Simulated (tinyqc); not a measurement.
Inside a calculation. Model: crystallisation kinetics and data retention of a phase-change cell.

Program tinyqc, `OMP_NUM_THREADS=1 python tinyqc.py 2490139 2490140 out.jsonl`; Intel Xeon 2.30GHz, shared host, one thread, about 0.04 s. Printed values are rounded.

Johnson-Mehl-Avrami-Kolmogorov law X = 1 - exp(-y^n), y = integral of k dt, k = (1/100 s) exp[-(Ec q/kB)(1/T - 1/T1)].

Inputs (values chosen for the exercise); values of the order of Ge-Sb-Te and related chalcogenides: activation energy of crystallisation Ec = 2.45 eV; temperature at which the rate k is 1/(100 s) T1 = 414 K; Avrami exponent n = 4; crystalline share at which the state is lost Xf = 0.4; storage temperature T = 364 K; heating rate b = 1 K/min; start of the ramp table Ta = 371 K; step of the table dT = 6 K; steps m = 10.

Constants: q = 1.602176634e-19 C, kB = 1.380649e-23 J/K. Results are converted to the units shown.

Range of the model: One Arrhenius rate is assumed; incubation, growth from the boundary and the non-Arrhenius kinetics of the supercooled liquid are left out.

## Retention

At fixed T the state fails at t = (-ln(1 - Xf))^(1/n)/k; ten years are 3.15576e8 s.

k = 8.001849e-7 1/s
y at failure = 0.8454115
time to fail = 1.056520e6 s
the same in years = 0.03347911
temperature for ten years = 339.2456 K

The cell misses ten years at 364 K.

## A heating ramp

T rises at the rate b. Start with y = k (kB Ta^2/(q Ec))/b, the integral from cold to Ta to leading order; over each step k is taken as exponential in T, so y gains (dT/b)(k2 - k1)/ln(k2/k1). dX/dt = n y^(n - 1) k exp(-y^n), listed as 0 once y^n exceeds 23.

```
point  T (K)      k (1/s)            y             X   dX/dt (1/s)
0        371  3.493174e-6  0.001014673  1.059996e-12  1.459683e-14
1        377  1.182770e-5  0.003474780  1.457838e-10  1.984916e-12
2        383  3.854644e-5   0.01161647   1.820941e-8  2.416942e-10
3        389  1.211269e-4   0.03758120   1.994721e-6   2.571649e-8
4        395  3.676128e-4    0.1175088   1.906514e-4   2.385497e-6
5        401  0.001079225    0.3553806    0.01582399   1.906892e-4
6        407  0.003069327     1.040825     0.6907406   0.004281138
7        413  0.008468082     2.955945             1             0
8        419   0.02269364     8.151017             1             0
9        425   0.05914736     21.85046             1             0
10       431    0.1501009     57.01004             1             0
```

Among the points the rate is largest at 407 K, where X = 0.691; the exact peak lies at 406.7 K.
